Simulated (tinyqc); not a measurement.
Diffused layer (Gaussian), carriers, mobility and sheet resistance: two steps of the calculation.

An n-type layer from the surface x = 0 to the junction xj, N(x) = N0 exp(-(x/Ld)^2). Local neutrality (no depletion at surface or junction, no spilling of carriers), intrinsic carriers neglected, full ionisation of active dopants.

Parameters, values chosen for the exercise; values close to those of arsenic in silicon over a p-type background:
- T = 350 K (temperature)
- Nb = 1.7e14 cm^-3 (background doping of the opposite type)
- N0 = 3.5e18 cm^-3 (peak chemical concentration)
- m1 = 54.1 cm^2/(V s) (mobility limit at high doping)
- m2 = 1400 cm^2/(V s) (mobility limit at low doping, at 300 K)
- Nr = 9.31e16 cm^-3 (reference doping of the mobility law)
- am = 0.699 (exponent of the mobility law)
- bt = 1.9 (temperature exponent of m2)
- Ns = 1.97e20 cm^-3 (solubility limit of active dopant)
- Ld = 7.6 nm (diffusion length 2 sqrt(D t))

Constants: q = 1.602176634e-19 C. Results are converted to the units shown.

Problem 1. Junction depth and local values. xj = Ld sqrt(ln(N0/Nb)); 12 equal steps from 0 to xj. Active dopant A = min(N, Ns); n = A - Nb; mobility mu = m1 + (m2 (T/300 K)^(-bt) - m1)/(1 + ((A + Nb)/Nr)^am).

Wanted: xj; x; N; A; n; mu.

Solution 1.

xj = 23.95 nm
x, point 0 to 12 (nm): [0.00, 2.00, 3.99, 5.99, 7.98, 9.98, 11.98, 13.97, 15.97, 17.96, 19.96, 21.96, 23.95]
N, point 0 to 12 (cm^-3): [3.500e18, 3.267e18, 2.656e18, 1.881e18, 1.161e18, 6.240e17, 2.922e17, 1.192e17, 4.235e16, 1.311e16, 3.536e15, 8.307e14, 1.700e14]
A, point 0 to 12 (cm^-3): [3.500e18, 3.267e18, 2.656e18, 1.881e18, 1.161e18, 6.240e17, 2.922e17, 1.192e17, 4.235e16, 1.311e16, 3.536e15, 8.307e14, 1.700e14]
n, point 0 to 12 (in units of 1e18 cm^-3): [3.500, 3.267, 2.656, 1.881, 1.161, 0.624, 0.292, 0.119, 0.042, 0.013, 0.003, 0.001, 0.000]
mu, point 0 to 12 (cm^2/(V s)): [126.8, 130.1, 140.9, 162.0, 199.0, 261.3, 361.2, 506.4, 681.7, 842.4, 950.4, 1005, 1025]

The mobility runs from 127 to 1030 cm^2/(V s).

Problem 2. Sheet quantities by the trapezoid rule. Dose = integral of N, carrier sheet density = integral of n, 1/Rs = q integral of n mu, mean mobility 1/(q Rs sheet density), Hall mobility (unit Hall factor) = integral of n mu^2 over integral of n mu, Hall sheet density = (integral of n mu)^2/integral of n mu^2; all from 0 to xj.

x, point 0 to 12 (nm): [0.000000, 1.996003, 3.992005, 5.988008, 7.984010, 9.980013, 11.976015, 13.972018, 15.968020, 17.964023, 19.960025, 21.956028, 23.952030]
N, point 0 to 12 (cm^-3): [3.5e18, 3.2667233e18, 2.6561053e18, 1.8813381e18, 1.1608525e18, 6.2398742e17, 2.9218860e17, 1.1918986e17, 4.2354932e16, 1.3111648e16, 3.5358938e15, 8.3067235e14, 1.7e14]
n, point 0 to 12 (in units of 1e18 cm^-3): [3.4998300, 3.2665533, 2.6559353, 1.8811681, 1.1606825, 0.6238174, 0.2920186, 0.1190199, 0.0421849, 0.0129416, 0.0033659, 0.0006607, 0.0000000]
mu, point 0 to 12 (cm^2/(V s)): [126.82597, 130.14230, 140.93818, 162.02963, 199.01225, 261.26067, 361.19213, 506.42741, 681.65650, 842.44609, 950.40108, 1004.5694, 1025.3395]

Give: dose; carrier sheet density; Rs; mean mobility; Hall mobility; Hall sheet density.

Solution 2.

dose = 2.357e12 cm^-2
carrier sheet density = 2.357e12 cm^-2
Rs = 1.621e4 ohm/square
mean mobility = 163.4 cm^2/(V s)
Hall mobility = 194.5 cm^2/(V s)
Hall sheet density = 1.980e12 cm^-2

Carriers make up 100 % of the dose. A Hall measurement weights the mobile tail, so its sheet density is 16 % below the true one.

Computed by the program tinyqc: `OMP_NUM_THREADS=1 python tinyqc.py 2110164 2110165 out.jsonl`, one thread of a shared Intel Xeon 2.30GHz, about 0.01 s for the whole run.
